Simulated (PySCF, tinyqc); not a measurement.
Inside a calculation. Method: CID on RHF in the sto-6g basis, for H3+, spin multiplicity 1. The lowest restricted solution is unstable here: a spin-polarised one lies 0.0067 hartree lower (PySCF). Computed by tinyqc, a small Python program that keeps every step (integrals from PySCF). Settings: charge = 1, multiplicity = 1, basis = sto-6g, method = RHF, energy threshold = 1e-10, iteration cap = 50, orthogonalisation = symmetric, start = Wolfsberg-Helmholz matrix, DIIS depth = 6, ci = CID. Command: `OMP_NUM_THREADS=1 python tinyqc.py 29472 29473 out.jsonl` (the two numbers bound the seeds that draw the settings). One thread of a shared host (Intel(R) Xeon(R) Processor @ 2.60GHz), about 0.07 s of CPU time with the checks. The early iterations of the SCF are left out here.

## One-electron integrals

Geometry (angstrom):
```
atom         x         y         z
H     0.000000  0.000000  0.000000
H     0.000000  0.000000  1.405000
H     0.000000  1.515000  0.277000
```

Basis sto-6g: exponents (1/bohr^2) and contraction coefficients of normalised primitives:
```
element  l (shell)   exponent  coefficient
H            s (1)  35.523221     0.009164
H            s (1)   6.513144     0.049361
H            s (1)   1.822143     0.168538
H            s (1)   0.625955     0.370563
H            s (1)   0.243077     0.416492
H            s (1)   0.100112     0.130334
```

Overlap, kinetic and nuclear-attraction integrals over the contracted functions; the nuclear repulsion is the sum of Za Zb / Rab.

nuclear repulsion = 1.00039862 hartree

overlap S, order 1H 1s, 2H 1s, 3H 1s:
$$\begin{pmatrix}
1.000000 & 0.293832 & 0.242394 \\
0.293832 & 1.000000 & 0.143016 \\
0.242394 & 0.143016 & 1.000000
\end{pmatrix}$$

kinetic energy T (hartree), order 1H 1s, 2H 1s, 3H 1s:
$$\begin{pmatrix}
0.768522 & 0.019392 & 0.005599 \\
0.019392 & 0.768522 & -0.010142 \\
0.005599 & -0.010142 & 0.768522
\end{pmatrix}$$

nuclear attraction V (hartree), order 1H 1s, 2H 1s, 3H 1s:
$$\begin{pmatrix}
-1.956400 & -0.492364 & -0.394156 \\
-0.492364 & -1.893912 & -0.221616 \\
-0.394156 & -0.221616 & -1.861943
\end{pmatrix}$$

core Hamiltonian H = T + V (hartree), order 1H 1s, 2H 1s, 3H 1s:
$$\begin{pmatrix}
-1.187877 & -0.472972 & -0.388556 \\
-0.472972 & -1.125390 & -0.231759 \\
-0.388556 & -0.231759 & -1.093421
\end{pmatrix}$$

## Two-electron integrals

Functions are numbered as in S; the eight-fold symmetry (ij|kl) = (ji|kl) = (kl|ij) leaves the list below.

Two-electron integrals (ij|kl) in chemists' order, unique and non-zero (hartree):
```
(11|11) 0.774999   (21|11) 0.161861   (21|21) 0.050056   (22|11) 0.366438
(22|21) 0.161861   (22|22) 0.774999   (31|11) 0.128297   (31|21) 0.031721
(31|22) 0.082657   (31|31) 0.033008   (32|11) 0.057561   (32|21) 0.019500
(32|22) 0.068553   (32|31) 0.016259   (32|32) 0.010636   (33|11) 0.337658
(33|21) 0.095139   (33|22) 0.278712   (33|31) 0.128297   (33|32) 0.068553
(33|33) 0.774999
```

## Orthogonalisation

S = U s U^T; symmetric (Loewdin) form X = U s^(-1/2) U^T, so that X^T S X = 1.

eigenvalues of S: [0.681178, 0.860564, 1.458258]

X, order 1H 1s, 2H 1s, 3H 1s:
$$\begin{pmatrix}
1.053849 & -0.147674 & -0.116173 \\
-0.147674 & 1.037731 & -0.049006 \\
-0.116173 & -0.049006 & 1.026124
\end{pmatrix}$$

## Iteration 5 (converged): orbitals

converged F (hartree), order 1H 1s, 2H 1s, 3H 1s:
$$\begin{pmatrix}
-0.528786 & -0.409188 & -0.351836 \\
-0.409188 & -0.488251 & -0.247018 \\
-0.351836 & -0.247018 & -0.475993
\end{pmatrix}$$

Diagonalise F' = X^T F X, C = X C', fill 1 alpha and 1 beta electrons from the bottom; D = 2 C_occ C_occ^T. Each column has its largest component positive (the first on a tie).

F' = X^T F X (hartree):
$$\begin{pmatrix}
-0.399305 & -0.261884 & -0.217132 \\
-0.261884 & -0.393021 & -0.126254 \\
-0.217132 & -0.126254 & -0.405429
\end{pmatrix}$$

orbital energies (hartree): MO1 -0.807380, MO2 -0.277537, MO3 -0.112838

coefficients C, order 1H 1s, 2H 1s, 3H 1s:
$$\begin{pmatrix}
0.530258 & -0.125052 & 0.921460 \\
0.464748 & -0.645834 & -0.684108 \\
0.434319 & 0.854010 & -0.388410
\end{pmatrix}$$

D after iteration 5, order 1H 1s, 2H 1s, 3H 1s:
$$\begin{pmatrix}
0.562346 & 0.492872 & 0.460602 \\
0.492872 & 0.431981 & 0.403697 \\
0.460602 & 0.403697 & 0.377265
\end{pmatrix}$$

## Convergence

Stop when the energy changes by less than 1e-10 hartree and every element of the error matrix X^T (F D S - S D F) X is below 3e-06.

Course of the cycle:
```
iteration  E (hartree)     change  largest element of the error matrix
1          -1.08869347          -                             7.47e-02
2          -1.09594619  -7.25e-03                             2.53e-03
3          -1.09595399  -7.80e-06                             4.27e-05
4          -1.09595399  -2.85e-09                             5.01e-06
5          -1.09595399  -3.97e-11                             1.51e-10
```

PySCF RHF in the same basis = -1.09595399 hartree

Converged in 5 iterations.

## Integrals over molecular orbitals

(pq|rs) = sum C_ip C_jq C_kr C_ls (ij|kl), one index at a time.

one-electron integrals over orbitals h = C^T H C (hartree):
$$\begin{pmatrix}
-1.288973 & 0.018622 & -0.033912 \\
0.018622 & -1.023198 & -0.004014 \\
-0.033912 & -0.004014 & -0.948985
\end{pmatrix}$$

Two-electron integrals over orbitals (pq|rs), unique and non-zero (hartree):
```
(11|11) 0.481592    (21|11) -0.018622   (21|21) 0.149613    (22|11) 0.447637
(22|21) 0.063638    (22|22) 0.557707    (31|11) 0.033912    (31|21) 0.002061
(31|22) -0.082652   (31|31) 0.158512    (32|11) 0.003038    (32|21) -0.112145
(32|22) -0.024321   (32|31) -0.050294   (32|32) 0.104318    (33|11) 0.497329
(33|21) -0.063761   (33|22) 0.408888    (33|31) 0.087276    (33|32) 0.022046
(33|33) 0.565697
```

## CID: determinants and Hamiltonian

Hartree-Fock energy = -1.09595399 hartree

Slater-Condon rules over spin orbitals, with the nuclear repulsion added and E(HF) subtracted on the diagonal.

Occupation strings over the orbitals (2 doubly, a alpha, b beta, 0 empty; spin orbitals ordered 1a 1b 2a 2b ...): 200 020 0ab 0ba 002

H - E(HF) between determinants (hartree), order 200, 020, 0ab, 0ba, 002:
$$\begin{pmatrix}
0.000000 & 0.149613 & 0.002061 & -0.002061 & 0.158512 \\
0.149613 & 0.607664 & -0.028335 & 0.028335 & 0.104318 \\
0.002061 & -0.028335 & 0.533058 & -0.104318 & 0.018032 \\
-0.002061 & 0.028335 & -0.104318 & 0.533058 & -0.018032 \\
0.158512 & 0.104318 & 0.018032 & -0.018032 & 0.764079
\end{pmatrix}$$

## CID: roots

Diagonalise (each vector has its largest component positive (the first on a tie)); all determinants have Ms = 0, so triplets appear too. The lowest singlet root is the correlation energy.

lowest roots of this matrix, relative to E(HF) (hartree): [-0.056437, 0.428740, 0.538519, 0.659774, 0.867262]

lowest vectors, order 200, 020, 0ab, 0ba, 002:
$$\begin{pmatrix}
0.967653 & 0.000000 & 0.080672 & -0.032197 \\
-0.193095 & 0.000000 & 0.771609 & -0.376619 \\
-0.006547 & 0.707107 & 0.303775 & 0.638417 \\
0.006547 & 0.707107 & -0.303775 & -0.638417 \\
-0.162099 & 0.000000 & -0.462118 & 0.204862
\end{pmatrix}$$

<S^2> of these roots: [0.000000, 2.000000, 0.000000, 0.000000, 0.000000]

weight of the ground state by excitation level 0, 1, 2, ...: [0.936352, 0.000000, 0.063648]
